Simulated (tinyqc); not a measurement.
What moves the results: Wannier function of the lower band of a two-orbital chain. A value that a table varies takes the place of the one given here.

H(k) = [[-d/2 - 2 ta cos k, -t1 - t2 exp(-ik)], [-t1 - t2 exp(ik), d/2 - 2 tb cos k]], k in 1/a, Bloch sums with exp(ikR) and without the positions inside the cell. Mesh k_j = 2 pi j/N. Projection gauge: each lower eigenvector u is multiplied by the phase that makes <trial|u> real and positive (the one-band case of Loewdin orthogonalisation). Wannier amplitudes w(R) = (1/N) sum_k exp(ikR) u(k); hoppings H(R) = (1/N) sum_k exp(-ikR) E(k).

Inputs chosen for the exercise:
```
symbol  value  unit     meaning
d       0.37   eV       A at -d/2, B at +d/2
t1      1.62   eV       A-B in the cell
t2      0.84   eV       B to A of the next cell
ta      0.14   eV       A-A between cells
tb      -0.27  eV       B-B between cells
xb      0.4    a        position of B (A at 0)
th      45     degrees  trial orbital cos(th) A + sin(th) B in cell 0
```

## Convergence with the mesh

Centre and Omega_I from overlaps M_j = u_j^+ diag(1, exp(-i b xb)) u_(j+1), b = 2 pi/N: centre -(1/2 pi) sum arg M, Omega_I = (1/(N b^2)) sum (1 - |M|^2). Largest error of the Fourier interpolation on 41 points from 0 to pi.

Mesh:
```
N,centre (a),Omega_I (a^2),H(1) (eV),largest error (meV)
3,0.19800,0.05679,-0.31084,215.784
4,0.21393,0.06284,-0.36478,45.357
6,0.21929,0.07509,-0.35439,12.850
8,0.22164,0.08126,-0.35332,4.715
12,0.22346,0.08639,-0.35314,0.734
16,0.22411,0.08831,-0.35314,0.113
24,0.22458,0.08974,-0.35314,0.004
```

The interpolation error falls exponentially, from 45.4 meV at N = 4 to 0.734 at N = 12, because the hoppings decay exponentially for an isolated band (smallest gap 1.62 eV). Omega_I carries a finite-difference error and converges as a power: against the value 0.09093 on 400 points it is off by -0.00454 at N = 12 and -0.00119 at N = 24, an exponent of 1.93, near the limit 2.

## Choice of the trial orbital

N = 16. Centre, Omega_I and Omega_D from overlaps (b = 2 pi/N, M_j = u_j^+ diag(1, exp(-i b xb)) u_(j+1); Omega_D = (1/(N b^2)) sum (arg M_j + b centre)^2).

Trial angle:
```
th (deg),smallest projection,centre (a),Omega_I (a^2),Omega_D (a^2)
0,0.601,0.2241,0.08831,0.07165
15,0.788,0.2241,0.08831,0.03006
30,0.918,0.2241,0.08831,0.01118
45,0.964,0.2241,0.08831,0.00236
60,0.925,0.2241,0.08831,0.00016
75,0.801,0.2241,0.08831,0.00529
90,0.618,0.2241,0.08831,0.02424
```

Omega_I is the same for all. Omega_D is smallest at 60 degrees (0.00016) and largest at 0 (0.07165). The centre does not move.

## Centre against ionicity

N = 24, d varied. Overlaps M_j = u_j^+ diag(1, exp(-i b xb)) u_(j+1), b = 2 pi/N; centre -(1/2 pi) sum arg M_j folded into [0, 1); Omega_I = (1/(N b^2)) sum (1 - |M_j|^2); charge moved is -2 times the shift of the centre from its value at d = 0 (a doubly filled band); weight on A averaged over the mesh.

Against d:
```
d (eV),centre (a),charge moved (e),weight on A,Omega_I (a^2)
-6.0,0.3865,-0.2615,0.074,0.0154
-3.0,0.3647,-0.2180,0.175,0.0362
-1.5,0.3334,-0.1552,0.285,0.0582
-0.5,0.2898,-0.0681,0.397,0.0778
0.0,0.2557,0.0000,0.467,0.0864
0.5,0.2127,0.0861,0.545,0.0899
1.5,0.1232,0.2651,0.696,0.0726
3.0,0.0519,0.4077,0.835,0.0378
6.0,0.0160,0.4795,0.934,0.0137
```

For large positive d the function sits on A (centre 0.016) and for large negative d on B at 0.4 (centre 0.386); at d = 0 it lies at 0.256, on the bond inside the cell, the stronger one. Among these rows the spread is largest at d = 0.5 eV.

## What each parameter does

N = 24: centre (folded into [0, 1)) and Omega_I from overlaps M_j = u_j^+ diag(1, exp(-i b xb)) u_(j+1), b = 2 pi/N: centre = -(1/2 pi) Im ln prod M_j, Omega_I = mean(1 - |M_j|^2)/b^2; and the first two hoppings H(R). Each row changes one parameter from the base and keeps the others.

Results:
```
case,centre (a),Omega_I (a^2),H(1) (eV),H(2) (eV)
base,0.2246,0.0897,-0.3531,0.0403
d = 0.67 eV,0.1967,0.0892,-0.3684,0.0441
t1 = 1.77 eV,0.2179,0.0800,-0.3553,0.0375
t2 = 0.74 eV,0.2175,0.0777,-0.3090,0.0297
ta = 0.24 eV,0.2378,0.0919,-0.4035,0.0331
xb = 0.45 a,0.2484,0.0999,-0.3531,0.0403
th = 55 degrees,0.2246,0.0897,-0.3531,0.0403
```

The largest shifts from the base row, up to three for each result and ties (the steps differ in size, so this ranks the rows, not the parameters). centre (a): d -0.0279, xb +0.0238, ta +0.0133; unchanged at the printed digits by th. Omega_I (a^2): t2 -0.0120, xb +0.0101, t1 -0.0097; unchanged at the printed digits by th. H(1) (eV): ta -0.0503, t2 +0.0442, d -0.0152; unchanged at the printed digits by xb and th. H(2) (eV): t2 -0.0106, ta -0.0072, d +0.0038; unchanged at the printed digits by xb and th. The trial angle is a choice of gauge and moves none of these; xb enters the position operator alone, so it leaves the hoppings.

(tinyqc, `OMP_NUM_THREADS=1 python tinyqc.py 1480484 1480485 out.jsonl`, Intel(R) Xeon(R) Processor @ 2.30GHz, 1 thread, shared host, about 0.1 s.)
